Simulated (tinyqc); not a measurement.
## Inductance and parasitic capacitance from two readings

Question. A loss-free coil L in parallel with C shows the apparent inductance L/(1 - w^2 L C), w = 2 pi f. Find L, C and the self-resonance 1/(2 pi sqrt(L C)).

apparent inductance at 2.7 and 4.4 GHz (nH): [5.9981407, 11.052458]

Answer. The inverse of the reading is 1/L - w^2 C, a straight line in w^2.

L = 4.70 nH
C = 160 fF
self-resonance = 5.80 GHz

Program tinyqc, `OMP_NUM_THREADS=1 python tinyqc.py 2302147 2302148 out.jsonl`; Intel Xeon 2.30GHz, shared host, one thread, about 0.01 s.
